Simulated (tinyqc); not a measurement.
Gate sweep: ballistic transport through the one-dimensional subbands of a rectangular nanowire or nanosheet channel. Computed by tinyqc, a small Python program. Command: `OMP_NUM_THREADS=1 python tinyqc.py 3028683 3028684 out.jsonl wire walk`. One thread of a shared host (Intel(R) Xeon(R) Processor @ 2.30GHz), about 0.03 s of CPU time with the checks.

Hard walls, parabolic subbands, transport along x. Energies are counted from the bulk conduction band edge at the top of the barrier, which the gate pulls down by U; the source Fermi level lies at the bulk edge when U = 0.

Inputs (values chosen for the exercise, modelled on silicon):
```
quantity                      value  unit
light mass m_t                 0.19   m_0
heavy mass m_l                0.922   m_0
height a                          3    nm
width b                         6.4    nm
equivalent oxide thickness t   0.81    nm
drain voltage V_D              0.01     V
temperature T                   300     K
```

Valleys: silicon [100] wire.

Constants: hbar^2/(2 m_0) = 3.80998212 eV angstrom^2; k_B = 8.617333262e-05 eV/K; m_0 = 9.1093837015e-31 kg; k_B = 1.380649e-23 J/K; hbar = 1.054571817e-34 J s; eps_0 = 8.8541878128e-12 F/m; e = 1.602176634e-19 C; h = 6.62607015e-34 J s.

Method:
- E_pq = (hbar^2 pi^2/2)(p^2/(m_y b^2) + q^2/(m_z a^2)); valley pairs: (m_x, m_y, m_z) = (m_t, m_t, m_l), (m_t, m_l, m_t), (m_l, m_t, m_t), each with degeneracy g = 2; the 10 lowest subbands are kept.
- F_j(eta) = (1/Gamma(j + 1)) int_0^infinity x^j/(1 + exp(x - eta)) dx, F_0 = ln(1 + exp(eta)). Integrals over x = E/(k_B T) use 160 Gauss-Legendre points in u = sqrt(x) from 0 to sqrt(max(eta, 0) + 32).
- With degeneracy g = 2, eta_i = (U - E_i)/(k_B T) and u = e V_D/(k_B T): line density n = sum_i g sqrt(2 m_x k_B T/pi)/(2 hbar) [F_-1/2(eta_i) + F_-1/2(eta_i - u)]; gate: e n = C_ox (V_G - U/e), C_ox = 3.9 eps_0 2 (a + b)/t (flat-plate estimate); I = (2 e k_B T/h) sum_i g [F_0(eta_i) - F_0(eta_i - u)].
- Open modes are sum_i g/(1 + exp(-eta_i)). The last column is e dn/dV_G over C_ox, taken up to the next row.

Subbands:
```
valley axis  p  q  E (meV)  m_x (m_0)
z            1  1   93.634      0.190
z            1  2  229.581      0.190
y            1  1  229.858      0.190
z            2  1  238.588      0.190
y            2  1  259.729      0.190
x            1  1  268.219      0.922
y            3  1  309.514      0.190
z            2  2  374.535      0.190
y            4  1  379.214      0.190
x            2  1  413.173      0.922
```

Against the gate voltage:
```
V_G (V)  U (meV)    n (1/nm)  I (microampere)  open modes    C_g/C_ox
-0.210   -210.00  2.7467e-06       1.0362e-05  1.6127e-05  2.5695e-04
-0.110   -110.03  1.3128e-04       4.9524e-04  7.7070e-04  2.2269e-02
0.014      11.21  1.3944e-02       5.2137e-02  8.0634e-02  3.3969e-01
0.140      94.41  2.2805e-01       7.3441e-01  1.0501e+00  5.9018e-01
0.240     135.39  5.2328e-01       1.3560e+00  1.8366e+00  6.5124e-01
0.370     180.73  9.4679e-01       2.0669e+00  2.8204e+00  7.6143e-01
0.510     214.13  1.4800e+00       3.2464e+00  4.5247e+00  8.4524e-01
0.670     238.89  2.1566e+00       4.7584e+00  6.5979e+00  8.8337e-01
0.840     258.72  2.9078e+00       6.2008e+00  8.4757e+00  8.9972e-01
1.000     274.76  3.6279e+00       7.3446e+00  9.9141e+00           -
```

What does the comparison show, and why?

Between the first two rows the current rises one decade per 60 mV, against the limit ln(10) k_B T/e = 60 mV. Above threshold C_g/C_ox lies between 0.59 and 0.90: the quantum capacitance in series costs a visible part.

Extremes, crossings and ranges named in words are read from the listed rows.
